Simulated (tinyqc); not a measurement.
Lossy on-chip transmission line with skin effect: two steps of the calculation.

A uniform line in a homogeneous dielectric: c = sqrt(er)/(c0 Z0), l = Z0 sqrt(er)/c0 (c0 = 299792458 m/s), g = w c td, w = 2 pi f. The resistance joins its limits as r = sqrt(r_dc^2 + r_hf^2), with r_dc = rho/(wd th), r_hf = kr rho/(2 delta (wd + th)), delta = sqrt(rho/(pi f mu0)), mu0 = 4 pi 1e-7 H/m; this is an interpolation, and internal inductance, up to 0.05 nH/mm at low frequency, is neglected.

Parameters, values chosen for the exercise:
- len = 0.4 mm (length)
- Rg = 50 ohm (source resistance)
- RL = 100 ohm (load resistance)
- CL = 20 fF (load capacitance)
- f = 3.3 GHz (frequency)

Problem 1. Propagation constant and impedance. gamma = sqrt((r + i w l)(g + i w c)) = alpha + i beta, Zc = sqrt((r + i w l)/(g + i w c)), roots with positive real part; loss 8.685889638 alpha in dB; phase velocity w/beta.

r = 2.6864596 ohm/mm
l = 0.51270223 nH/mm
c = 91.147063 pF/m
g = 0.037797797 S/m

Find: gamma len; Zc; loss; phase velocity over c0; r/(w l).

Solution 1.

gamma len = 0.00768+0.05707i
Zc = 75.67-8.65i ohm
loss = 0.1668 dB/mm
phase velocity over c0 = 0.4847
r/(w l) = 0.2527

Problem 2. Reflection, input impedance and transfer. ZL = 1/(1/RL + i w CL); reflection (ZL - Zc)/(ZL + Zc); Zin = Zc (ZL + Zc tanh(gamma len))/(Zc + ZL tanh(gamma len)); H = V_load/V_source = [Zin/(Zin + Rg)]/[cosh(gamma len) + (Zc/ZL) sinh(gamma len)].

gamma len = 0.007679977+0.057072327i
Zc = 75.669815-8.645896i ohm

Find: ZL; reflection at the load; Zin; H; |H|.

Solution 2.

ZL = 99.828-4.140i ohm
reflection at the load = 0.13507+0.03552i
Zin = 99.882-7.388i ohm
H = 0.66040-0.04473i
|H| = -3.5840 dB

Numbers from tinyqc (`OMP_NUM_THREADS=1 python tinyqc.py 2810151 2810152 out.jsonl`; about 0.01 s on one thread of a shared Intel Xeon 2.30GHz).
